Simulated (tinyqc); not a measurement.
Stillinger-Weber potential for a tetrahedral semiconductor. Changing the three-body strength lambda. Computed by tinyqc, a small Python program. Command: `OMP_NUM_THREADS=1 python tinyqc.py 3020609 3020610 out.jsonl swsi sweep`. One thread of a shared host (Intel(R) Xeon(R) Processor @ 2.30GHz), about 0.07 s of CPU time with the checks.

With x = r/sigma: pair term eps A (B x^-4 - 1) exp(1/(x - a)); for each pair of neighbours j, k of atom i, three-body term eps lambda exp(gamma/(x_ij - a) + gamma/(x_ik - a)) (cos theta_jik + 1/3)^2; both vanish beyond x = a. A = 7.049556277, B = 0.6022245584, a = 1.8.

Inputs (values chosen for the exercise, modelled on germanium): energy scale eps = 1.986 eV; length scale sigma = 2.18 angstrom; gamma = 1.1.

Constants: 1 eV/angstrom^3 = 160.2176634 GPa.

Method. All angles are tetrahedral, so only the pair term acts; its minimum lies at x = 2^(1/6) with depth eps, and second neighbours lie beyond the cut-off. a0 = 4 d/sqrt3; E = -2 eps per atom. Second derivatives of the energy per atom, volume a0^3/8: e_xx gives C11, e_xx = -e_yy gives 2 (C11 - C12), e_xy = e_yx = h/2 gives the unrelaxed C44(0). Under that shear the second sublattice shifts by u_z; minimising over u_z gives C44 = C44(0) - E_hu^2/(E_uu V) and Kleinman's zeta = |E_hu/E_uu|/(a0/4). The optical force constant is k = 4 E_uu, with M omega^2 = k at the zone centre.

One run for each value:
```
three-body strength lambda  C44 (GPa)  internal strain zeta  C11 (GPa)  C12 (GPa)  unrelaxed C44(0) (GPa)
2                                7.49               0.93947      87.66     79.859                   83.33
5                               17.65               0.85731      95.46     75.958                   84.63
10                              32.23               0.73941     108.47     69.457                   86.79
15                              44.48               0.64036     121.47     62.955                   88.96
21                              56.83               0.54057     137.07     55.154                   91.56
30                              71.76               0.41982     160.48     43.451                   95.46
40                              84.75               0.31478     186.48     30.448                   99.80
60                             103.49               0.16328     238.49      4.443                  108.47
```

Over the rows, C44 (GPa) rises from 7.49 to 103 (exponent d ln y / d ln x 0.94 between the first rows and 0.49 between the last); internal strain zeta falls from 0.939 to 0.163 (exponent d ln y / d ln x -0.100 between the first rows and -1.6 between the last); C11 (GPa) rises from 87.7 to 238 (exponent d ln y / d ln x 0.093 between the first rows and 0.61 between the last). At the low end the exponent of C44 is 0.94, close to 1: without bond bending the relaxed lattice has no shear stiffness. (C11 + 2 C12)/3 stays at 82.46 GPa, since uniform compression bends no bond, while (C11 - C12)/2 is proportional to lambda, 1.950 GPa per unit.

Caution (all rows): the original fit to silicon is too soft in shear (C44) and too stiff for the optical mode.
